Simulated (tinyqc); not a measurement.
Insulator thickness and V0 from two charges.

Inverse problem. In an undoped wire Vg - V0 = Q/Cox + Vt ln(Q/Q0) + Vt ln(1 + Q/Q0) at the source, with Q0 = 4 eps0 eps_r Vt/R and Cox = eps0 eox/(R ln(1 + tox/R)). Find Cox, tox and V0.

Parameters, values chosen for the exercise; material values close to those of silicon:
- T = 250 K (temperature)
- eps_r = 11.6 (relative permittivity of the semiconductor)
- eox = 22.1 (relative permittivity of the gate insulator)
- R = 4 nm (wire radius)

Constants: q = 1.602176634e-19 C, kB = 1.380649e-23 J/K, Vt = kB T/q, eps0 = 8.8541878128e-14 F/cm where lengths are in cm. Results are converted to the units shown.

Qs at Vg = 0.88 and 1.28 V (nC/cm^2): 833.23950  2113.5655

Solution. The two equations are linear in 1/Cox and V0; tox follows by inverting the logarithm.

Cox = 3.529 uF/cm^2
tox = 12.00 nm
V0 = 0.5817 V

Computed by the program tinyqc: `OMP_NUM_THREADS=1 python tinyqc.py 2460148 2460149 out.jsonl`, one thread of a shared Intel Xeon 2.30GHz, about 0.03 s for the whole run.
